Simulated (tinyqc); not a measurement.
Undoped symmetric double-gate MOSFET, analytic potential model: two steps of the calculation.

An undoped body of thickness ts between two equal insulators and tied gates; long channel, electrons only, n = ni exp((psi - V)/Vt) with V the quasi-Fermi potential (0 at the source, Vd at the drain), constant mobility, no quantisation. Across the body psi(x) = V - 2 Vt ln[(ts/(2 beta)) sqrt(q ni/(2 eps0 eps_r Vt)) cos(2 beta x/ts)], x from the centre. Q is the electron charge per area of the whole body.

Inputs (values chosen for the exercise); material values close to those of germanium: temperature T = 400 K; band gap Eg = 0.669 eV; relative permittivity of the semiconductor eps_r = 16.3; conduction-band density of states at T Nc = 1.59e19 cm^-3; valence-band density of states at T Nv = 9.25e18 cm^-3; relative permittivity of the gate insulator eox = 21.6; insulator thickness tox = 6.5 nm; body thickness ts = 15 nm; gate work function less that of the intrinsic body dphi = 0.12 V.

Constants: q = 1.602176634e-19 C, kB = 1.380649e-23 J/K, Vt = kB T/q, eps0 = 8.8541878128e-14 F/cm where lengths are in cm. Results are converted to the units shown.

Task 1. Constants of the body. ni = sqrt(Nc Nv) exp(-Eg/(2 Vt)), Eg in volts; r = eps_r tox/(eox ts); V0 = dphi + 2 Vt ln[(2/ts) sqrt(2 eps0 eps_r Vt/(q ni))].

Wanted: ni; r; V0.

Result 1.

ni = 7.400e14 cm^-3
r = 0.3270
V0 = 0.3719 V

Task 2. Potential and electron density across the body at the source. psi(x) as above with V = 0 and beta = beta_s; n = ni exp(psi/Vt).

| point | x/ts |
|---|---|
| 0 | 0 |
| 1 | 0.1 |
| 2 | 0.2 |
| 3 | 0.3 |
| 4 | 0.4 |
| 5 | 0.45 |
| 6 | 0.5 |

beta_s = 0.16531517
ni = 7.4003953e14 cm^-3

Give: psi; n.

Result 2.

| point | psi (V) | n (cm^-3) |
|---|---|---|
| 0 | 0.1278 | 3.017e16 |
| 1 | 0.1278 | 3.020e16 |
| 2 | 0.1280 | 3.030e16 |
| 3 | 0.1281 | 3.047e16 |
| 4 | 0.1284 | 3.071e16 |
| 5 | 0.1286 | 3.085e16 |
| 6 | 0.1288 | 3.101e16 |

The density at the surface is 1.03 times that at the centre (1/cos^2 beta).

Computed by the program tinyqc: `OMP_NUM_THREADS=1 python tinyqc.py 2440077 2440078 out.jsonl`, one thread of a shared Intel Xeon 2.30GHz, about 0.01 s for the whole run.
